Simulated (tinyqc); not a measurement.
Level against rehybridisation: Weaire-Thorpe hybrids on a Bethe lattice: gap and dangling bond of an amorphous tetrahedral solid.

Four sp3 hybrids an atom at energy 0, coupled by -V1 on the atom and by -V2 along a bond; the bonds form a tree (no rings). For any network the gap runs at least from -V2 + V1 to V2 - 3 V1, and p-like states pile up at -V2 + V1 and V2 + V1. On the tree the gap is wider: it ends at Ec = -V1 + sqrt(V2^2 + 4 V1^2 - 2 sqrt3 V1 V2), which makes it well wider than the gaps of the real glasses. A branch seen from a hybrid has the self-energy S = V2^2 g, where g is the Green function of the hybrid across the bond, whose three partners carry S themselves. With a = z - V1, b = a - S: g = 1/(a + V1 b/(b + 3 V1)), z = E + i eta. A full atom has G = (1/b)(b + 3 V1)/(b + 4 V1) per hybrid; a dangling hybrid with shift dh has G = 1/(1/g - dh).

Inputs chosen for the exercise (out of a larger set: of the size of tabulated hybrid energies for amorphous silicon; not measured data): V1 = 1.82 eV (coupling of two hybrids on one atom); V2 = 4.66 eV (coupling of the two hybrids of a bond).

Root of 1/g(E) = dh for eta = 0 in the gap of the tree, between Ev = -V2 + V1 and Ec; a dash: none. A flatter atom makes the hybrid more p-like (dh > 0, up to V1), a more pyramidal one more s-like (dh < 0).

Level:
```
dh (eV)   E (eV)  above Ev (eV)  weight
-3.0     -1.8940         0.9460   0.626
-2.5     -1.5757         1.2643   0.646
-2.0     -1.2499         1.5901   0.656
-1.5     -0.9221         1.9179   0.654
-1.0     -0.5986         2.2414   0.638
-0.5     -0.2876         2.5524   0.603
0.0       0.0000         2.8400   0.542
0.5       0.2487         3.0887   0.445
1.0       0.4366         3.2766   0.297
```

A level exists for 9 of the 9 rows, from dh = -3 (0.946 eV above Ev) to 1 (3.277 eV); the gap of the tree is 3.383 eV. Its slope dE/d(dh) is the weight, largest at dh = -2 (0.66). A level that rises as the atom flattens is why an emptied dangling bond relaxes flat and a doubly filled one pyramidal.

Program tinyqc; command `OMP_NUM_THREADS=1 python tinyqc.py 1482428 1482429 out.jsonl`; about 0.03 s on one thread of a shared Intel(R) Xeon(R) Processor @ 2.30GHz.
